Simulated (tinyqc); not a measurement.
Inside a calculation. Method: Hueckel theory of the pi electrons, for the molecule c1ccc2cccc-2cc1 (SMILES; centres numbered as the heavy atoms are written). One step of it, computed by the program tinyqc.

Problem. Energy, charges, bond orders. E = sum n x; q_r = z_r - P_rr; bond order p = P_rs; free valence = sqrt(3) - sum of p over the bonds of the atom.

x values: [2.310277, 1.651572, 1.355674, 0.886975, 0.477260, -0.400392, -0.737640, -1.579218, -1.869214, -2.095294]

occupations: [2.000000, 2.000000, 2.000000, 2.000000, 2.000000, 0.000000, 0.000000, 0.000000, 0.000000, 0.000000]

charge and bond-order matrix P:
```
            1C         2C         3C         4C         5C         6C         7C         8C
1C    0.870001   0.638899   0.142691  -0.217049   0.017140   0.176598   0.017140  -0.217049
2C    0.638899   0.986447   0.664039   0.011190  -0.226883   0.017140   0.186432  -0.068408
3C    0.142691   0.664039   0.854946   0.585798   0.011190  -0.217049  -0.068408   0.172482
4C   -0.217049   0.011190   0.585798   1.027428   0.595632  -0.074358  -0.231000   0.400945
5C    0.017140  -0.226883   0.011190   0.595632   1.172879   0.656039  -0.200638  -0.231000
6C    0.176598   0.017140  -0.217049  -0.074358   0.656039   1.046600   0.656039  -0.074358
7C    0.017140   0.186432  -0.068408  -0.231000  -0.200638   0.656039   1.172879   0.595632
8C   -0.217049  -0.068408   0.172482   0.400945  -0.231000  -0.074358   0.595632   1.027428
9C    0.142691  -0.242189  -0.184853   0.172482  -0.068408  -0.217049   0.011190   0.585798
10C   0.638899   0.026246  -0.242189  -0.068408   0.186432   0.017140  -0.226883   0.011190

            9C        10C
1C    0.142691   0.638899
2C   -0.242189   0.026246
3C   -0.184853  -0.242189
4C    0.172482  -0.068408
5C   -0.068408   0.186432
6C   -0.217049   0.017140
7C    0.011190  -0.226883
8C    0.585798   0.011190
9C    0.854946   0.664039
10C   0.664039   0.986447
```

Centres:
```
centre  z_r, pi electrons of the neutral centre         h
1C                                            1  0.000000
2C                                            1  0.000000
3C                                            1  0.000000
4C                                            1  0.000000
5C                                            1  0.000000
6C                                            1  0.000000
7C                                            1  0.000000
8C                                            1  0.000000
9C                                            1  0.000000
10C                                           1  0.000000
```

Bonds:
```
i    j  k
1    2  1
2    3  1
3    4  1
4    5  1
5    6  1
6    7  1
7    8  1
8    9  1
9   10  1
10   1  1
8    4  1
```

Give: pi energy = 10 alpha + this times beta; pi charges; Bond orders and lengths from R = 1.517 - 0.180 p; free valence of the carbons; gap between the highest filled and the next level.

Solution.

pi energy = 10 alpha + this times beta = 13.3635

pi charges: 1C 0.1300, 2C 0.0136, 3C 0.1451, 4C -0.0274, 5C -0.1729, 6C -0.0466, 7C -0.1729, 8C -0.0274, 9C 0.1451, 10C 0.0136

Bond orders and lengths from R = 1.517 - 0.180 p (angstrom, C-C alone):
```
bond       p       R
1-2   0.6389  1.4020
2-3   0.6640  1.3975
3-4   0.5858  1.4116
4-5   0.5956  1.4098
5-6   0.6560  1.3989
6-7   0.6560  1.3989
7-8   0.5956  1.4098
8-9   0.5858  1.4116
9-10  0.6640  1.3975
10-1  0.6389  1.4020
8-4   0.4009  1.4448
```

free valence of the carbons: 1C 0.4543, 2C 0.4291, 3C 0.4822, 4C 0.1497, 5C 0.4804, 6C 0.4200, 7C 0.4804, 8C 0.1497, 9C 0.4822, 10C 0.4291

gap between the highest filled and the next level = 0.8777 |beta|
